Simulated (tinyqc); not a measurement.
The choice of windows: band offset from the macroscopic average of a supercell potential.

A model of the planar-averaged electrostatic energy of an electron in a periodic cell of N1 periods of A (L1 = N1 n1 h) and N2 periods of B (L2 = N2 n2 h), on z_j = j h: V(z) = f VA + (1 - f) VB + F t(z), VA = V1[0] + V1[1] cos(2 pi z/(n1 h)) + V1[2] cos(4 pi z/(n1 h)), VB the same with V2, n2 and z - L1. f = [tanh(z/w) - tanh((z - L1)/w) + tanh((z - L1 - L2)/w)]/2 + 1/2; t(z) = z - L1/2 in A and (L1/L2)(L1 + L2/2 - z) beyond, so that the cell is periodic.

Running mean over n points, periodic: for odd n the plain mean of the n points centred on j; for even n the n + 1 points with half weight at both ends. The macroscopic average applies the mean over n1 points and then over n2 points.

Parameters, chosen for this exercise (gaps near those of GaN and AlN; not measured data):

| symbol | value | unit | meaning |
|---|---|---|---|
| h | 0.3 | angstrom | grid step |
| n1 | 7 |  | grid points per period of A |
| n2 | 6 |  | grid points per period of B |
| N1 | 4 |  | periods of A |
| N2 | 5 |  | periods of B |
| V1 | (-11.38, 3.39, -0.54) | eV | mean and two harmonics of the potential in A |
| V2 | (-8.12, 1.16, 0.95) | eV | the same in B |
| w | 0.4 | angstrom | width of the interfaces |
| F | 0 | eV/angstrom | slope in A from opposite charges on the two interfaces |

dV read at j = 14 and 43 after means over the numbers of points listed; ripple is the spread over the five points around each.

Results:

| windows | dV (eV) | ripple in A (meV) | ripple in B (meV) |
|---|---|---|---|
| none | 0.200 | 3118 | 1160 |
| 7 only | 3.561 | 0 | 452 |
| 6 only | 2.695 | 729 | 0 |
| 8 only | 3.961 | 547 | 415 |
| 8, 7 | 3.237 | 0 | 34 |
| 7, 6 | 3.260 | 0 | 0 |

Which rows can be used, and how does a wrong window show?

The last row matches both periods and lies 0 meV from the value of a thick cell, V2[0] - V1[0] = 3.260 eV. Against it the raw potential errs by -3.06 eV. No other row is within 20 meV of it. A window one point too long leaves a ripple of 547 meV in A, against 0 meV in the last row: the ripple is the sign to look for. Rows to use, with under 30 meV of ripple in both regions once the tilt is taken off: 7, 6. A row with a large ripple can hit the right value only by chance.

Run: tinyqc, `OMP_NUM_THREADS=1 python tinyqc.py 1880133 1880134 out.jsonl`; Intel(R) Xeon(R) Processor @ 2.30GHz, one thread, shared host; about 0.01 s of CPU time with all checks.
